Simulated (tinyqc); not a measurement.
Conductance of a narrow metal strip with scatterers (square lattice, Green functions): one step. Green function and transmission. Two cases, with inputs chosen for the exercise.

Question. E - en + 2 t z_n = 2t (z_n - cos(kn a)). Invert, form |t_nm|^2 = (2t)^2 Im(z_n) Im(z_m) |G_nm|^2 and sum. The added resistance is 1/(2 (e^2/h) T) less the same for the clean strip.

A strip of W sites across with hard walls, site energy 0 and hopping -t. Mode n = 1 to W has profile chi_n(j) = sqrt(2/(W + 1)) sin(n j pi/(W + 1)) and energy en = -2t cos(n pi/(W + 1)); E = en - 2t cos(kn a). With z_n = exp(i kn a) (Im k > 0 for closed modes, |z| < 1) each lead gives the self-energy -t z_n in mode n. One column carries the site energies v, here one foreign atom. In the mode basis V_nm = sum_j chi_n(j) v_j chi_m(j), G = (E - en + 2 t z_n - V)^-1, and t_nm = 2t sqrt(sin(kn a) sin(km a)) G_nm in size for open modes. T = sum |t_nm|^2, conductance (2e^2/h) T.

Constants: e^2/h = 3.874045865e-05 S.

Give: G; |t_nm|^2; T; added resistance.

Case 1.

Values chosen (out of a larger set: hopping and spacing of the size met in Cu or Al; the lattice is a model; not measured data): t = 1.22 eV (hopping).

Modes:

| n | en (eV) | cos(k a) | z | dE/dk (eV angstrom) |
|---|---|---|---|---|
| 1 | -1.974001 | -1.2516399 | -0.4989099 | 0.000000 |
| 2 | -0.754001 | -0.7516399 | -0.7516399+0.6595736i | 4.200429 |
| 3 | 0.754001 | -0.1336060 | -0.1336060+0.9910345i | 6.311304 |
| 4 | 1.974001 | 0.3663940 | 0.3663940+0.9304598i | 5.925540 |

V (eV):
```
           n=1        n=2        n=3        n=4
n=1  -0.542705   0.335410   0.335410  -0.542705
n=2   0.335410  -0.207295  -0.207295   0.335410
n=3   0.335410  -0.207295  -0.207295   0.335410
n=4  -0.542705   0.335410   0.335410  -0.542705
```

Answer.

G (1/eV):
```
                 n=1              n=2              n=3              n=4
n=1   0.4338-0.0387i   0.0273-0.0780i   0.0182-0.0519i  -0.0313+0.0895i
n=2   0.0273-0.0780i   0.0550-0.6021i   0.0366+0.0128i  -0.0631-0.0221i
n=3   0.0182-0.0519i   0.0366+0.0128i   0.0244-0.4050i  -0.0420-0.0147i
n=4  -0.0313+0.0895i  -0.0631-0.0221i  -0.0420-0.0147i   0.0724-0.4151i
```

|t_nm|^2:
```
     n=1     n=2     n=3     n=4
n=1    0       0       0       0
n=2    0  0.9468  0.0059  0.0163
n=3    0  0.0059  0.9626  0.0109
n=4    0  0.0163  0.0109  0.9152
```

T = 2.8908
added resistance = 163 ohm

Mode 4 passes least (0.942) and mode 3 most (0.979); 2.3 % of the transmitted flux changes mode.

Case 2.

Values chosen (out of a larger set: hopping and spacing of the size met in Cu or Al; the lattice is a model; not measured data): t = 1.11 eV (hopping).

Modes:

| n | en (eV) | cos(k a) | z | dE/dk (eV angstrom) |
|---|---|---|---|---|
| 1 | -1.796018 | 0.4297217 | 0.4297217+0.9029614i | 5.131710 |
| 2 | -0.686018 | 0.9297217 | 0.9297217+0.3682628i | 2.092911 |
| 3 | 0.686018 | 1.5477557 | 0.3664227 | 0.000000 |
| 4 | 1.796018 | 2.0477557 | 0.2607740 | 0.000000 |

V (eV):
```
           n=1        n=2        n=3        n=4
n=1   0.317852  -0.514296   0.514296  -0.317852
n=2  -0.514296   0.832148  -0.832148   0.514296
n=3   0.514296  -0.832148   0.832148  -0.514296
n=4  -0.317852   0.514296  -0.514296   0.317852
```

Answer.

G (1/eV):
```
                 n=1              n=2              n=3              n=4
n=1  -0.0331-0.4710i   0.1314-0.1106i   0.0345+0.0410i  -0.0141-0.0167i
n=2   0.1314-0.1106i  -0.5214-0.7842i  -0.1368-0.1625i   0.0559+0.0664i
n=3   0.0345+0.0410i  -0.1368-0.1625i  -0.3306-0.0427i  -0.0207+0.0174i
n=4  -0.0141-0.0167i   0.0559+0.0664i  -0.0207+0.0174i  -0.2436-0.0071i
```

|t_nm|^2:
```
        n=1     n=2  n=3  n=4
n=1  0.8957  0.0484    0    0
n=2  0.0484  0.5928    0    0
n=3       0       0    0    0
n=4       0       0    0    0
```

T = 1.5852
added resistance = 1688 ohm

Mode 2 passes least (0.641) and mode 1 most (0.944); 6.1 % of the transmitted flux changes mode.

Computed by tinyqc, one run a case: `OMP_NUM_THREADS=1 python tinyqc.py N N+1 out.jsonl` with N = 1481767, 1482090; one thread of a shared Intel(R) Xeon(R) Processor @ 2.30GHz, about 0.01 s a run at most.
